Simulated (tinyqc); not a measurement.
MOS capacitor on a p-type substrate, surface potential from the exact charge relation: two steps of the calculation.

Uniform p-type substrate, Boltzmann statistics, full ionisation, classical densities. psi is the surface potential against the body (positive when the bands bend down) and u = psi/Vt. Traps are spread evenly over the gap and neutral at flat band, so their charge is -q Dit psi; the minority quasi-Fermi level is shifted by Vb.

Values chosen for this exercise; band and dielectric values close to those of silicon: temperature T = 250 K; band gap Eg = 1.13 eV; relative permittivity eps_r = 11.5; conduction-band density of states at T Nc = 2.1e19 cm^-3; valence-band density of states at T Nv = 2.03e19 cm^-3; electron affinity chi = 4.08 eV; acceptor density of the substrate N = 1e16 cm^-3; relative permittivity of the gate insulator (close to silicon dioxide) eox = 3.9; insulator thickness tox = 3.1 nm; gate work function phiM = 4.57 eV; fixed charge at the interface, in units of q Nf = 0 cm^-2; density of interface traps Dit = 1.1e10 cm^-2 eV^-1; reverse bias of the inversion layer against the body Vb = 0 V; gate voltage against the body Vg = 2.2 V.

Constants: q = 1.602176634e-19 C, kB = 1.380649e-23 J/K, Vt = kB T/q, eps0 = 8.8541878128e-14 F/cm where lengths are in cm. Results are converted to the units shown.

Problem 1. Flat band, threshold and scales. ni = sqrt(Nc Nv) exp(-Eg/(2 Vt)), Eg in volts; phiF = Vt ln(N/ni); Cox = eps0 eox/tox; Vfb = phiM - chi - (Eg - Vt ln(Nv/N)) - q Nf/Cox; Q0 = sqrt(2 eps0 eps_r q N Vt); r = (ni/N)^2 exp(-Vb/Vt); VT = Vfb + [(2 phiF + Vb)(1 + q Dit/Cox) + sqrt(2 eps0 eps_r q N (2 phiF + Vb))/Cox].

Give: ni; phiF; Cox; Vfb; Q0; r; VT.

Solution 1.

ni = 8.4132e7 cm^-3
phiF = 0.40057 V
Cox = 1.1139 uF/cm^2
Vfb = -0.47593 V
Q0 = 8.3840 nC/cm^2
r = 7.0781e-17
VT = 0.37237 V

Problem 2. Newton step for the surface potential. u = psi/Vt; F^2 = exp(-u) + u - 1 + r (exp(u) - u - 1); Qs = -sign(u) Q0 F; Cs = -dQs/dpsi = (Q0/Vt) |1 - exp(-u) + r (exp(u) - 1)|/(2 F). f = Vfb + psi + (q Dit psi - Qs)/Cox - Vg, f' = 1 + (Cs + q Dit)/Cox, psi(new) = psi - f/f'.

psi after iteration 1 = 1.7446379 V
Cox = 1.1139140 uF/cm^2
Vfb = -0.47593048 V
Q0 = 8.3839741 nC/cm^2
r = 7.0781202e-17

Give: u; F; Qs; Cs; f; f'; psi after iteration 2.

Solution 2.

u = 80.98
F = 3.237e9
Qs = -2.714e10 nC/cm^2
Cs = 6.299e8 uF/cm^2
f = 2.436e7 V
f' = 5.654e8
psi after iteration 2 = 1.702 V

This iterate lies far beyond the solution, so its charge is not a physical one.

Program tinyqc, `OMP_NUM_THREADS=1 python tinyqc.py 2060166 2060167 out.jsonl`; Intel Xeon 2.30GHz, shared host, one thread, about 0.01 s.
